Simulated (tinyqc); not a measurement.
## Trap density from two Hall measurements

Problem. p-type body, charge-sheet picture, full ionisation (an idealisation for deep acceptors), Boltzmann statistics for free electrons. e = Ec - EF at the surface. psi = Eg - Vt ln(Nv/Na) - e; N_dep = sqrt(2 eps0 eps_r Na (psi - Vt)/q); n_f = sqrt(N_dep^2 + 2 eps0 eps_r Vt Nc exp(-e/Vt)/q) - N_dep; Vg = Vfb + psi + q (N_dep + n_t + n_f)/Cox, Cox = eps0 eox/tox. Find e and n_t at both points and the mean trap density between them.

Values chosen for this exercise; band and dielectric values close to those of 4H silicon carbide:

| symbol | value | unit | meaning |
|---|---|---|---|
| T | 300 | K | temperature |
| Eg | 3.22 | eV | band gap |
| eps_r | 9.56 |  | relative permittivity |
| Nc | 1.71e19 | cm^-3 | conduction-band density of states at T |
| Nv | 2.49e19 | cm^-3 | valence-band density of states at T |
| eox | 3.9 |  | relative permittivity of the insulator |
| tox | 73 | nm | insulator thickness |
| Na | 1e17 | cm^-3 | acceptor density |
| Vfb | -2.16 | V | flat-band voltage without trapped charge |

Constants: q = 1.602176634e-19 C, kB = 1.380649e-23 J/K, Vt = kB T/q, eps0 = 8.8541878128e-14 F/cm where lengths are in cm. Results are converted to the units shown.

Vg (V): [7.2198685, 8.1120454]
free sheet density from the Hall effect (cm^-2): [2.0924283e9, 3.7216481e10]

Answer. Each n_f fixes e; what the gate voltage holds beyond psi, N_dep and n_f is trapped; the difference quotient is the density, smeared over a few Vt.

e (eV): [0.1670, 0.09200]
n_t (cm^-2): [1.622e11, 3.458e11]
mean trap density = 2.448e12 cm^-2 eV^-1

Program tinyqc, `OMP_NUM_THREADS=1 python tinyqc.py 2222010 2222011 out.jsonl`; Intel Xeon 2.30GHz, shared host, one thread, about 0.02 s.
